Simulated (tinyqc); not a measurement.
Pillar capacitor in an array: capacitance, non-linearity, leakage and relaxation: one step of the calculation.

A film between two metal electrodes, each interface adding a series capacitance ci. The small-signal permittivity is ek (1 + aq E^2); the field is found with the linear permittivity. Leakage J = J0 sinh(E/Ef). After a voltage step the film passes a relaxation current kr C V tt^(-nr), tt being the time in seconds. The sidewall is a coaxial capacitor with radii a = dm/2 and b = dm/2 + t, depth AR dm; the end face is left out.

Task. Planar capacitance, field and non-linearity. Planar film: Cf = eps0 ek/t, 1/C = 1/Cf + 2/ci, EOT = 3.9 eps0/C, effective permittivity C t/eps0, E = (V/t) C/Cf; quadratic coefficient [C(V)/C - 1]/V^2 with Cf (1 + aq E^2) in C(V).

Values chosen for this exercise; permittivity of the order of that of zirconium oxide:
```
symbol,value,unit,meaning
ek,33.7,,relative permittivity of the film
t,20,nm,film thickness
ci,36,uF/cm^2,capacitance of each electrode interface (dead layer and screening)
aq,0.0083,cm^2/MV^2,quadratic field coefficient of the permittivity
V,0.7,V,bias
J0,1.1e-10,A/cm^2,leakage prefactor
Ef,0.5,MV/cm,field for an e-fold rise of the leakage
```

Constants: eps0 = 8.8541878128e-14 F/cm where lengths are in cm. Results are converted to the units shown.

Find: Cf; C; EOT; effective permittivity; E; quadratic coefficient; J.

Result.

Cf = 1.4919 uF/cm^2
C = 1.3777 uF/cm^2
EOT = 2.5064 nm
effective permittivity = 31.121
E = 0.32321 MV/cm
quadratic coefficient = 1634.0 ppm/V^2
J = 7.6163e-11 A/cm^2

The interfaces take 7.65 % of the voltage.

tinyqc, about 0.01 s, one thread, Intel Xeon 2.30GHz (shared host): `OMP_NUM_THREADS=1 python tinyqc.py 2102052 2102053 out.jsonl`
